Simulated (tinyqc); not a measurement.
Sheet resistance of a shallow doped layer with concentration-dependent mobility and limited activation. From one set of inputs to another, one input at a time. Computed by tinyqc, a small Python program. Command: `OMP_NUM_THREADS=1 python tinyqc.py 3020436 3020437 out.jsonl irvin ladder`. One thread of a shared host (Intel(R) Xeon(R) Processor @ 2.30GHz), about 0.03 s of CPU time with the checks.

A layer of one dopant lies in a background of the opposite type. Current flows parallel to the surface down to the junction; depletion is ignored.

The inputs printed are set A. Set A is modelled on boron in silicon; the values taken over come from a set modelled on antimony in silicon. Inputs not listed in the table keep their values of set A, so the rows need not describe a real material.

Inputs (values chosen for the exercise, modelled on boron in silicon): surface concentration C_s = 1.6e+19 1/cm^3; length l = 39 nm; tail abruptness = 4.1 nm/decade; background C_B = 5.6e+16 1/cm^3; mobility floor mu_min = 48.5 cm^2/(V s); mobility mu_max = 459 cm^2/(V s); reference density N_r = 1.74e+17 1/cm^3; exponent alpha = 0.691; prefactor of the active limit = 1e+23 1/cm^3; energy of the active limit = 0.721 eV; anneal temperature T = 800 C.

Profile: box with exponential tail.

Constants: k_B = 8.617333262e-05 eV/K; e = 1.602176634e-19 C.

Method:
- C(x) = C_s for x < l and C_s 10^(-(x - l)/abruptness) beyond.
- Temperatures in kelvin are T(C) + 273.15.
- Active limit C_a = prefactor x exp(-energy/(k_B T)); the junction lies where C = C_B, and the profile exceeds C_a down to x_a (zero if C_s is below C_a). Slope at the junction in nm per decade = ln(10) C/|dC/dx|.
- Active density N = min(C, C_a); carriers n = N - C_B; mobility mu = mu_min + (mu_max - mu_min)/(1 + ((N + C_B)/N_r)^alpha).
- Integrals from 0 to x_j, where C = C_B (Gauss-Legendre, 60 points on each smooth piece; 1 nm = 1e-7 cm): dose int C dx, carriers int n dx, mean mobility int n mu dx/int n dx, R_s = 1/(e int n mu dx).

Each row keeps all changes above it:
```
input moved                                                                                                                                      from                           to  junction depth x_j (nm)  mean mobility (cm^2/(V s))  product R_s x_j (ohm nm)
set A                                                                                                                                               -                            -                   49.069                       66.58                7.0808e+04
prefactor of the active limit (1/cm^3) and energy of the active limit (eV)                                                               1e+23, 0.721                3.5e+21, 0.56                   49.069                       76.18                1.1769e+05
anneal temperature T (C)                                                                                                                          800                          850                   49.069                       71.84                9.6232e+04
mobility mu_max (cm^2/(V s)) and mobility floor mu_min (cm^2/(V s)) and reference density N_r (1/cm^3) and exponent alpha  459, 48.5, 1.74e+17, 0.691  1370, 61.5, 1.01e+17, 0.706                   49.069                      110.33                6.2665e+04
background C_B (1/cm^3)                                                                                                                       5.6e+16                      2.3e+17                   46.554                      109.17                6.1225e+04
length l (nm)                                                                                                                                      39                           16                   23.554                      111.14                6.8588e+04
```

Junction depth x_j goes from 49.1 to 23.6, a factor 0.480 in all. The largest single move comes from length l (a factor 0.506). Mean mobility goes from 66.6 to 111, a factor 1.67 in all. The largest single move comes from mobility mu_max with mobility floor mu_min with reference density N_r with exponent alpha (a factor 1.54), and anneal temperature T works against it (a factor 0.943). Product R_s x_j goes from 70800 to 68600, a factor 0.969 in all. The largest single move comes from prefactor of the active limit with energy of the active limit (a factor 1.66), but it runs against the net change; the largest move in the direction of the net change is mobility mu_max with mobility floor mu_min with reference density N_r with exponent alpha (a factor 0.651). The single moves hold for this order of the switches; the total does not depend on the order.

Extremes, crossings and ranges named in words are read from the listed rows.
